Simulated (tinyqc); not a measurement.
RKS/PBE in the sto-3g basis, for BeH2, spin multiplicity 1, step by step. One step of it, computed by the program tinyqc.

Problem. Iteration 2: DIIS coefficients. Solve [B -1; -1 0][c; lambda] = [0; -1] for the coefficients, which sum to one.

B (overlaps of the stored error matrices):
```
               1              2
1  2.7229009e-01  4.7730189e-02
2  4.7730189e-02  2.5468257e-02
```

Give: DIIS coefficients.

Solution.

DIIS coefficients: -0.110  1.110
